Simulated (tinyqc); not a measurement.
One anharmonic mode: perturbation theory, self-consistent phonons and exact levels. From E_1 - E_0 back to mode mass M. Computed by tinyqc, a small Python program. Command: `OMP_NUM_THREADS=1 python tinyqc.py 3031227 3031228 out.jsonl scp inv`. One thread of a shared host (Intel(R) Xeon(R) Processor @ 2.30GHz), about 0.1 s of CPU time with the checks.

V(x) = k x^2/2 + b x^4 for one coordinate x of mass M. A constant K > 0 gives hbar Omega = sqrt((hbar^2/u) K/M) with K in eV/angstrom^2 and M in u.

Inputs (values chosen for the exercise, for a model mode): harmonic constant k = 20.9 eV/angstrom^2; quartic constant b = 3820 eV/angstrom^4; temperature T = 70 K.

Shape: single well.

Constants: hbar^2/u = 4.18015928e-03 eV angstrom^2; k_B = 8.617333262e-05 eV/K.

Method. Basis: oscillator states n of the constant |k|, with x = s (a + a+), s^2 = hbar Omega/(2|k|); H = hbar Omega (n + 1/2) + (k - |k|) x^2/2 + b x^4, with exact matrix elements of x^2 and x^4. Exact values use 120 basis states: F = -k_B T ln sum exp(-E_n/(k_B T)), and <x^2> is the Boltzmann mean.

Task: A run gave the result below. Find the mode mass M, known to lie between 78 and 180 u.

E_1 - E_0 = 38.71845 meV

Result:

Each step takes the trial c = (a f_b - b f_a)/(f_b - f_a), f being the result less the target and a, b, c the logarithms of the listed values; c replaces end b, the old b replaces a if the sign of f changed, and otherwise f_a is halved.

Scan of the range:

| mode mass M (u) | E_1 - E_0 (meV) |
|---|---|
| 78.0 | 48.5069 |
| 89.7 | 44.6058 |
| 103.0 | 41.0675 |
| 118.0 | 37.8728 |
| 136.0 | 34.8125 |
| 157.0 | 31.9791 |
| 180.0 | 29.5050 |

False position (Illinois rule, in the logarithm of the input) inside the bracket:

| step | end a | end b | trial | E_1 - E_0 (meV) |
|---|---|---|---|---|
| 1 | 103.000 | 118.000 | 113.829 | 38.6924 |
| 2 | 103.000 | 113.829 | 113.582 | 38.7424 |
| 3 | 113.829 | 113.582 | 113.700 | 38.7184 |
| 4 | 113.582 | 113.700 | 113.700 | 38.7184 |

E_1 - E_0 falls at every point of a 13-point scan of the range (every second point is shown), so one value fits; it is bracketed by 103 and 118. Answer: mode mass M = 113.7 u.
